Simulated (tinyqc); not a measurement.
Superjunction drift layer against a plain one, charge balance: one step of the calculation.

Alternating n and p pillars of equal width wp, doping N and length Lp. When depleted, the lateral field peaks at Ex = q N wp/(2 eps0 eps_r) at the pillar junctions and a uniform vertical field Ey is added; breakdown is taken where Ex^2 + Ey^2 = Ef^2. Only the n pillars conduct, narrowed by the zero-bias depletion. A first-order model: the field peaks at the pillar ends are left out.

Question. Doping of the plain drift layer. Ec(N) = E16 (N/1e16 cm^-3)^(1/8); N(new) = eps0 eps_r Ec(N)^2/(2 q BV).

Parameters, values chosen for the exercise; values close to those of 4H silicon carbide: relative permittivity of the semiconductor eps_r = 9.39; critical field at a doping of 1e16 cm^-3 E16 = 2.49 MV/cm; wanted breakdown voltage BV = 3200 V.

Constants: q = 1.602176634e-19 C, eps0 = 8.8541878128e-14 F/cm where lengths are in cm. Results are converted to the units shown.

N after iteration 1 = 1.5897274e15 cm^-3

Find: Ec; N after iteration 2.

Answer.

Ec = 1.979 MV/cm
N after iteration 2 = 3.174e15 cm^-3

Numbers from tinyqc (`OMP_NUM_THREADS=1 python tinyqc.py 2590103 2590104 out.jsonl`; about 0.01 s on one thread of a shared Intel Xeon 2.30GHz).
